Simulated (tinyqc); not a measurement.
## Tail temperature from the power law

Problem. When tail states hold most of the charge, the linear current goes as I = A (Vg - VT)^g with g = 2 Tt/T - 1. Find g, Tt and the tail width kB Tt.

Parameters, values chosen for the exercise: temperature T = 250 K.

Constants: q = 1.602176634e-19 C, kB = 1.380649e-23 J/K, Vt = kB T/q. Results are converted to the units shown.

I at Vg - VT = 6 and 9 V (nA): [1371.3130, 3935.2640]

Solution. g is the slope of ln I against ln(Vg - VT).

g = 2.600
Tt = 450.0 K
kB Tt = 38.78 meV

tinyqc, about 0.03 s, one thread, Intel Xeon 2.30GHz (shared host): `OMP_NUM_THREADS=1 python tinyqc.py 2610147 2610148 out.jsonl`
